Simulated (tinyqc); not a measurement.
Valley-orbit splitting of a donor ground state, with strain: one step, computed by the program tinyqc. Command: `OMP_NUM_THREADS=1 python tinyqc.py 3029464 3029465 out.jsonl valleyorbit walk`. One thread of a shared host (Intel(R) Xeon(R) Processor @ 2.30GHz), about 0.01 s of CPU time with the checks.

The basis is the 1s envelope in each valley; energies are counted from the unstrained conduction-band edge. The strain is e_s (a a^T - 1/3) for the unit stress axis a, so valley j along n_j moves by Xi_u e_s w_j with w_j = (n_j.a)^2 - 1/3: +1/6 for x and y, -1/3 for z. The splitting at the zone boundary that a [110] shear adds for <100> valleys is left out.

Question. Levels without strain. By symmetry: E(A1) = E_0 + Lambda + 4 Delta_1 + Delta_2 (one state), E(T2) = E_0 + Lambda - Delta_2 (three), E(E) = E_0 + Lambda - 2 Delta_1 + Delta_2 (two), as binding energies.

Inputs (values chosen for the exercise, modelled on donors in silicon):
```
quantity                          value  unit
single-valley binding energy E_0   30.9   meV
central-cell shift Lambda         0.541   meV
coupling Delta_1                   3.96   meV
coupling Delta_2                   2.99   meV
```

Valleys: six along <100>. Stress axis: [110].

Give: E(A1); E(T2); E(E).

Answer.

E(A1) = 50.271 meV

E(T2) = 28.451 meV

E(E) = 26.511 meV

Only A1 has all valley amplitudes in phase, so only it has weight at the nucleus. Of the upper states T2 is bound more strongly, because Delta_1 is larger than Delta_2.
